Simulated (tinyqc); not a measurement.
Defect, radiative and Auger recombination at equal electron and hole densities (ABC model), step by step. Values are carried at full precision from step to step, so a last printed digit may differ when a step is redone from the rounded ones.

J/(e d) = Ae n + B n^2 + C n^3 with Ae = A + 4 S/w (four side walls, carriers spread evenly), e = 1.602176634e-19 C, lengths in cm; internal efficiency IQE = B n^2/(Ae n + B n^2 + C n^3); all injected carriers recombine in the layer.

Parameters, chosen for this exercise (orders of magnitude like those quoted for Si; the results hold for these values, not for the real material):
```
symbol  value    unit        meaning
A       14000    1/s         defect rate
B       3.7e-15  cm^3/s      radiative coefficient
C       1.2e-30  cm^6/s      Auger coefficient
S       0        cm/s        recombination velocity of the side walls
w       900      micrometre  side of the square mesa
d       170000   nm          active thickness
J       51       A/cm^2      current density
ex      0.46                 extraction efficiency
Eph     1.15     eV          photon energy
```

## The efficiency peak

IQE peaks at n_p = sqrt(Ae/C); with Q = B/sqrt(Ae C), IQE_max = Q/(Q + 2).

Ae = 1.400e+04 1/s
n_p = 1.080e+17 1/cm^3
Q = 0.02855
IQE_max = 0.0141
J at the peak = 8.35 A/cm^2

The side walls are taken as passivated.

## Carrier density at the given current

G = J/(e d). Newton steps from the smallest of G/Ae, sqrt(G/B) and (G/C)^(1/3); stop when the relative step is below 1e-9.

G = 1.872e+22 1/(cm^3 s)

Newton steps:
```
step  n (1/cm^3)   rate/G  relative step
1     2.4989e+17  1.19917         -0.062
2     2.3439e+17  1.01135        -0.0042
3     2.3339e+17  1.00004       -1.7e-05
4     2.3339e+17  1.00000       -2.7e-10
```

n = 2.334e+17 1/cm^3

The start is an upper bound and the function is convex, so the steps fall monotonically; 4 are needed.

## Shares, lifetimes and light

Shares of the three paths; lifetime n/G = 1/(Ae + B n + C n^2); differential lifetime 1/(Ae + 2 B n + 3 C n^2) and bandwidth 1/(2 pi tau_d); optical power density ex IQE J Eph/e.

shares: defect 0.1745, radiative 0.0108, Auger 0.8147

lifetime = 1.25e+04 ns
differential lifetime = 4.72e+03 ns
bandwidth = 0.0337 MHz
optical power density = 0.290 W/cm^2

The Auger path is the largest; the device runs above its efficiency peak, where the defect and Auger shares are equal.

## Checks

- Density from Newton steps against bisection (1/cm^3): both 2.3339e+17.

Program tinyqc; command `OMP_NUM_THREADS=1 python tinyqc.py 1651028 1651029 out.jsonl`; about 0.01 s on one thread of a shared Intel(R) Xeon(R) Processor @ 2.30GHz.
